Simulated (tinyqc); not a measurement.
Worked calculation: coupled-perturbed Hartree-Fock on RHF in the sto-3g basis, for H3+, spin multiplicity 1. The polarisability along this axis is zero because the basis has no function that the field can mix in; the real value is not. Computed by tinyqc, a small Python program that keeps every step (integrals from PySCF). Settings: charge = 1, multiplicity = 1, basis = sto-3g, method = RHF, energy threshold = 1e-10, iteration cap = 75, orthogonalisation = symmetric, start = atomic densities, DIIS depth = 6. Command: `OMP_NUM_THREADS=1 python tinyqc.py 25166 25167 out.jsonl` (the two numbers bound the seeds that draw the settings). One thread of a shared host (Intel(R) Xeon(R) Processor @ 2.60GHz), about 0.2 s of CPU time with the checks. The early iterations of the SCF are left out here.

## One-electron integrals

Geometry (angstrom):

| atom | x | y | z |
|---|---|---|---|
| H | 0.000000 | 0.000000 | 0.000000 |
| H | 0.000000 | 0.000000 | 0.792000 |
| H | 0.000000 | 0.000000 | -0.792000 |

Basis sto-3g: exponents (1/bohr^2) and contraction coefficients of normalised primitives:

| element | l (shell) | exponent | coefficient |
|---|---|---|---|
| H | s (1) | 3.425251 | 0.154329 |
| H | s (1) | 0.623914 | 0.535328 |
| H | s (1) | 0.168855 | 0.444635 |

Overlap, kinetic and nuclear-attraction integrals over the contracted functions; the nuclear repulsion is the sum of Za Zb / Rab.

nuclear repulsion = 1.67038261 hartree

overlap S, lower triangle:
```
          1H 1s     2H 1s     3H 1s
1H 1s  1.000000
2H 1s  0.625988  1.000000
3H 1s  0.625988  0.227364  1.000000
```

kinetic energy T (hartree), lower triangle:
```
          1H 1s     2H 1s     3H 1s
1H 1s  0.760032
2H 1s  0.207123  0.760032
3H 1s  0.207123  0.003428  0.760032
```

nuclear attraction V (hartree), lower triangle:
```
           1H 1s      2H 1s      3H 1s
1H 1s  -2.470182
2H 1s  -1.385289  -2.181537
3H 1s  -1.385289  -0.466490  -2.181537
```

core Hamiltonian H = T + V (hartree), lower triangle:
```
           1H 1s      2H 1s      3H 1s
1H 1s  -1.710150
2H 1s  -1.178166  -1.421505
3H 1s  -1.178166  -0.463062  -1.421505
```

## Two-electron integrals

Functions are numbered as in S; the eight-fold symmetry (ij|kl) = (ji|kl) = (kl|ij) leaves the list below.

Two-electron integrals (ij|kl) in chemists' order, unique and non-zero (hartree):
```
(11|11) 0.774606   (21|11) 0.415371   (21|21) 0.264404   (22|11) 0.550611
(22|21) 0.415371   (22|22) 0.774606   (31|11) 0.415371   (31|21) 0.208099
(31|22) 0.264207   (31|31) 0.264404   (32|11) 0.143286   (32|21) 0.082276
(32|22) 0.119056   (32|31) 0.082276   (32|32) 0.028812   (33|11) 0.550611
(33|21) 0.264207   (33|22) 0.329102   (33|31) 0.415371   (33|32) 0.119056
(33|33) 0.774606
```

## Orthogonalisation

S = U s U^T; symmetric (Loewdin) form X = U s^(-1/2) U^T, so that X^T S X = 1.

eigenvalues of S: 0.221132  0.772636  2.006232

X, lower triangle:
```
           1H 1s     2H 1s     3H 1s
1H 1s   1.506741
2H 1s  -0.498145  1.231735
3H 1s  -0.498145  0.094075  1.231735
```

## Iteration 9 (converged): orbitals

converged F (hartree), lower triangle:
```
           1H 1s      2H 1s      3H 1s
1H 1s  -0.990712
2H 1s  -0.834183  -0.687339
3H 1s  -0.834183  -0.443014  -0.687339
```

Diagonalise F' = X^T F X, C = X C', fill 1 alpha and 1 beta electrons from the bottom; D = 2 C_occ C_occ^T. Each column has its largest component positive (the first on a tie).

F' = X^T F X (hartree), lower triangle:
```
           1          2          3
1  -0.305703
2  -0.590270  -0.295542
3  -0.590270   0.020682  -0.295542
```

orbital energies (hartree): MO1 -1.125192, MO2 -0.316224, MO3 0.544629

coefficients C:
```
            MO1        MO2        MO3
1H 1s  0.581698   0.000000   1.558266
2H 1s  0.301275   0.804447  -1.017973
3H 1s  0.301275  -0.804447  -1.017973
```

D after iteration 9, lower triangle:
```
          1H 1s     2H 1s     3H 1s
1H 1s  0.676745
2H 1s  0.350502  0.181533
3H 1s  0.350502  0.181533  0.181533
```

## Convergence

Stop when the energy changes by less than 1e-10 hartree and every element of the error matrix X^T (F D S - S D F) X is below 3e-06.

Course of the cycle:

| iteration | E (hartree) | change | largest element of the error matrix |
|---|---|---|---|
| 1 | -0.66815124 | - | 1.22e-01 |
| 2 | -1.20129782 | -5.33e-01 | 1.65e-02 |
| 3 | -1.20148746 | -1.90e-04 | 4.12e-04 |
| 4 | -1.20148756 | -9.58e-08 | 1.82e-04 |
| 5 | -1.20148757 | -1.36e-08 | 1.17e-04 |
| 6 | -1.20148757 | -4.37e-09 | 8.65e-05 |
| 7 | -1.20148758 | -1.94e-09 | 6.87e-05 |
| 8 | -1.20148758 | -3.30e-09 | 1.40e-08 |
| 9 | -1.20148758 | -1.33e-15 | 1.31e-10 |

PySCF RHF in the same basis = -1.20148758 hartree

Converged in 9 iterations.

## Integrals over molecular orbitals

(pq|rs) = sum C_ip C_jq C_kr C_ls (ij|kl), one index at a time.

one-electron integrals over orbitals h = C^T H C (hartree), lower triangle:
```
           1          2          3
1  -1.746678
2   0.000000  -1.240485
3  -0.105104   0.000000  -0.582841
```

Two-electron integrals over orbitals (pq|rs), unique and non-zero (hartree):
```
(11|11) 0.621486    (21|21) 0.145569    (22|11) 0.534916    (22|22) 0.573823
(31|11) 0.105104    (31|22) -0.019148   (31|31) 0.129394    (32|21) -0.134785
(32|32) 0.153772    (33|11) 0.628432    (33|22) 0.568368    (33|31) 0.093501
(33|33) 0.679806
```

## Response to a field: uncoupled start

dipole integrals <a|y|i> (bohr):
```
          i1
a2  0.000000
a3  0.000000
```

Field along y; U_ai = -mu_ai / (e_a - e_i), alpha = -4 sum U_ai mu_ai.

uncoupled U:
```
          i1
a2  0.000000
a3  0.000000
```

uncoupled polarisability = 0.000000 bohr^3

## Coupled step 1

U_ai = -(mu_ai + sum_bj [4 (ai|bj) - (ab|ij) - (aj|bi)] U_bj) / (e_a - e_i); alpha = -4 sum U_ai mu_ai.

U after step 1:
```
          i1
a2  0.000000
a3  0.000000
```

polarisability = 0.000000 bohr^3

## Coupled polarisability

Repeat until U stops changing; compare with -d2E/dF2.

Course of the coupled iterations:

| step | alpha (bohr^3) |
|---|---|
| 0 | 0.000000 |
| 1 | 0.000000 |

coupled polarisability = 0.000000 bohr^3

finite-field check, fields of +/-0.001 au = 8.88e-10 bohr^3
